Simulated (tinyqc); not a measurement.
Elastic strain and critical thickness of a cubic alloy layer A(1-x)B(x) on a thick substrate: one step, computed by the program tinyqc. Command: `OMP_NUM_THREADS=1 python tinyqc.py 3030288 3030289 out.jsonl misfit walk`. One thread of a shared host (Intel(R) Xeon(R) Processor @ 2.30GHz), about 0.01 s of CPU time with the checks.

Strain is positive in tension. The layer is coherent with the substrate unless said otherwise.

Question. Symmetric X-ray reflection. Reflection 004: d = a_perp/sqrt(16), with a_perp = a (1 + e_perp) for the coherent layer, a for the relaxed layer and a_S for the substrate; sin(theta) = lambda/(2 d).

Inputs (values chosen for the exercise, modelled on Ga(1-x)In(x)As on InP): substrate lattice constant a_S = 5.869 angstrom; X-ray wavelength = 1.540593 angstrom.

Growth plane: (001).

free lattice constant a = 5.9122 angstrom

normal strain e_perp = 0.007289059

Give: Bragg angles; peak separation of the coherent layer.

Answer.

Bragg angles:
```
crystal         a_perp (angstrom)  theta (degrees)  from substrate (arcsec)
substrate                   5.869            31.67                        0
coherent layer              5.955            31.16                    -1839
relaxed layer               5.912            31.41                     -928
```

peak separation of the coherent layer = -1839 arcsec
